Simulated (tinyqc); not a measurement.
Epitaxial growth on a vicinal surface: Burton-Cabrera-Frank step flow, step-edge barrier and island nucleation. Changing the deposition rate F. Computed by tinyqc, a small Python program. Command: `OMP_NUM_THREADS=1 python tinyqc.py 3004540 3004541 out.jsonl stepflow sweep`. One thread of a shared host (Intel(R) Xeon(R) Processor @ 2.30GHz), about 0.02 s of CPU time with the checks.

Adatoms land at rate F, hop on a square grid (a simplification for hexagonal faces), desorb, or join steps. Lengths are in units of a and n is the adatom coverage. Steps ascend at x = 0 and descend at x = l.

Inputs (values chosen for the exercise, close to those used for GaN(0001)):
```
quantity                     value      unit
site spacing a                3.19  angstrom
step height h                 2.59  angstrom
diffusion barrier E_d          1.3        eV
desorption energy E_a         3.01        eV
adatom formation energy E_f    1.3        eV
step-edge barrier E_s        0.045        eV
attempt frequency nu            10       THz
miscut angle                   0.1   degrees
temperature T                  820         C
critical nucleus size i          1         -
```

Constants: k_B = 8.617333262e-05 eV/K.

Method:
- D = nu exp(-E_d/(k_B T)) (a^2/s, nu counted per direction); tau = exp(E_a/(k_B T))/nu; x_s = sqrt(D tau); n_eq = exp(-E_f/(k_B T)); terrace width l = h/(a tan(miscut)); Schwoebel length l_s = exp(E_s/(k_B T)) - 1.
- Temperatures in kelvin are T(C) + 273.15.
- D n'' - n/tau + F = 0 with n(0) = n_eq and -l_s n'(l) = n(l) - n_eq. With u = n - F tau, A = n_eq - F tau, y = l/x_s, s = l_s/x_s: u = A cosh(x/x_s) + B sinh(x/x_s), B = A (1 - cosh y - s sinh y)/(sinh y + s cosh y). Flux into the ascending step J+ = D B/x_s, over the descending one J- = -(D/x_s)(A sinh y + B cosh y); step velocity J+ + J-; growth rate (J+ + J-)/l. For small y: J+ + J- = (F - n_eq/tau) l, J-/J+ = l/(l + 2 l_s).
- The coverage peaks where n' = 0, tanh(x/x_s) = -B/A.
- Island density on a flat surface without desorption: N = 0.25 (F/D)^(i/(i+2)) exp(E_i/((i+2) k_B T)) per site, with E_i = 0 for i = 1; spacing l_n = N^(-1/2). Step flow needs an effective width l_eff = 2 x(peak) below l_n.

One run for each value; columns: (1) deposition rate F (layers/s); (2) island density N on a flat surface (per site); (3) ratio l_eff/l_n; (4) growth rate (layers/s); (5) peak coverage:
```
(1)          (2)     (3)         (4)         (5)
0.003  0.0001665   6.011  2.9992e-03  9.0267e-06
0.009  0.0002402   7.219  8.9977e-03  2.5050e-05
0.03   0.0003587   8.823  2.9993e-02  8.1133e-05
0.09   0.0005174  10.595  8.9979e-02  2.4137e-04
0.3    0.0007729  12.950  2.9993e-01  8.0220e-04
0.9    0.0011147  15.552  8.9979e-01  2.4046e-03
3      0.0016652  19.008  2.9993e+00  8.0128e-03
9      0.0024016  22.827  8.9979e+00  2.4036e-02
30     0.0035875  27.899  2.9993e+01  8.0119e-02
```

What does the table show, and why?

Over the rows, island density N on a flat surface (per site) rises from 1.67e-4 to 0.00359 (exponent d ln y / d ln x about 0.33 throughout); ratio l_eff/l_n rises from 6.01 to 27.9 (exponent d ln y / d ln x about 0.17 throughout); growth rate (layers/s) rises from 0.00300 to 30.0 (exponent d ln y / d ln x about 1.0 throughout). The exponent of island density N on a flat surface stays at 0.33: i/(i+2) with i = 1. The exponent of growth rate stays at 1: the growth follows the flux. At the high end the exponent of peak coverage is 1.00, close to 1: the excess over n_eq dominates.

Caution (all rows): twice the distance from the ascending step to the coverage peak exceeds the expected island spacing [0.25 (F/D)^(i/(i+2)) exp(E_i/((i+2) k_B T))]^(-1/2) by 40 % or more, so islands nucleate and the step-flow values are formal. Caution (all rows): the prefactor 0.25 and the criterion are estimates, good to a factor of about two in length.

Extremes, crossings and ranges named in words are read from the listed rows.
